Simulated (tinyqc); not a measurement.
n-type polysilicon, carrier trapping at grain boundaries: two steps of the calculation.

One-dimensional grains of size Lg, uniform ionised doping N, monovalent traps Qt at each boundary at a depth Et below (for electrons) or above (for holes) the band edge there, abrupt depletion of width W on each side of a boundary, Boltzmann statistics. xi is the distance from the band edge at the grain centre to the Fermi level. Trapped charge Qt/(1 + exp((xi + VB - Et)/Vt)) = 2 N W, barrier VB = q N W^2/(2 eps0 eps_r).

Values chosen for this exercise; values of the order met in polycrystalline silicon: temperature T = 350 K; relative permittivity eps_r = 11.7; conduction-band density of states at T NB = 3.53e19 cm^-3; grain size Lg = 200 nm; trap density of a grain boundary Qt = 1.3e12 cm^-2; depth of the trap level from the majority band edge at the boundary Et = 0.31 eV; doping N = 2.1e17 cm^-3.

Constants: q = 1.602176634e-19 C, kB = 1.380649e-23 J/K, Vt = kB T/q, eps0 = 8.8541878128e-14 F/cm where lengths are in cm. Results are converted to the units shown.

Question 1. New W. Partly depleted grain, xi = Vt ln(NB/N): f = 1/(1 + exp((xi + VB - Et)/Vt)), g = Qt f - 2 N W, g' = -2 Qt f (1 - f) VB/(W Vt) - 2 N, W(new) = W - g/g'.

W after iteration 2 = 25.934462 nm

Find: VB; f; g; g'; W after iteration 3.

Answer 1.

VB = 0.1092 V
f = 0.8223
g = -2.019e10 cm^-2
g' = -9.504e10 cm^-2/nm
W after iteration 3 = 25.72 nm

Question 2. Depletion width, Fermi level and barrier. If the trap equation with xi = Vt ln(NB/N) has a root W < Lg/2, the grain is partly depleted; otherwise W = Lg/2 and the trap equation gives xi = Et - VB + Vt ln(Qt/(N Lg) - 1). N* = Qt/Lg.

Give: N*; W; xi; VB; share of traps filled.

Answer 2.

N* = 6.500e16 cm^-3
W = 25.72 nm
xi = 0.1546 V
VB = 0.1074 V
share of traps filled = 0.8309

N is 3.23 N*, and the grain is partly depleted; VB = 3.56 Vt.

Program tinyqc, `OMP_NUM_THREADS=1 python tinyqc.py 2830066 2830067 out.jsonl`; Intel Xeon 2.30GHz, shared host, one thread, about 0.01 s.
